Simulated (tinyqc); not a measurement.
## Density of surface states from the Kelvin-probe reading

Question. n-type bulk, xi = Ec - EF = Vt ln(Nc/Nd), p0 = ni^2/Nd, ni = sqrt(Nc Nv) exp(-Eg/(2 Vt)), Eg in volts. b is the upward band bending, u = b/Vt. Space charge per area, in units of q: Qc = sign(b) sqrt((2 eps0 eps_r Vt/q) [(Nd + dn)(exp(-u) - 1) + Nd u + (p0 + dn)(exp(u) - 1)]), with dn the excess density under light (flat quasi-Fermi levels; 0 in the dark). The states hold -Ds (E0 - xi - b): negative while the Fermi level lies above the neutrality level. Neutrality: Qc + Qf + (charge of the states) = 0. Work function chi + xi + b; contact potential difference CPD = (work function of the sample) - pt. Find b, Qc and Ds.

Values chosen for this exercise; band and dielectric values close to those of 4H silicon carbide: temperature T = 350 K; band gap Eg = 3.27 eV; relative permittivity eps_r = 9.77; conduction-band density of states at T Nc = 2.18e19 cm^-3; valence-band density of states at T Nv = 3.13e19 cm^-3; electron affinity chi = 3.67 eV; donor density Nd = 5.7e15 cm^-3; fixed positive charge at the surface Qf = 1.3e10 cm^-2; work function of the probe tip pt = 4.98 eV; depth of their neutrality level below the conduction edge E0 = 0.72 eV.

Constants: q = 1.602176634e-19 C, kB = 1.380649e-23 J/K, Vt = kB T/q, eps0 = 8.8541878128e-14 F/cm where lengths are in cm. Results are converted to the units shown.

CPD = -788.71819 mV

Answer. The CPD gives b, b gives Qc, and neutrality gives Ds.

b = 0.272 V
Qc = 1.22e11 cm^-2
Ds = 6.80e11 cm^-2 eV^-1

tinyqc, about 0.01 s, one thread, Intel Xeon 2.30GHz (shared host): `OMP_NUM_THREADS=1 python tinyqc.py 2430058 2430059 out.jsonl`
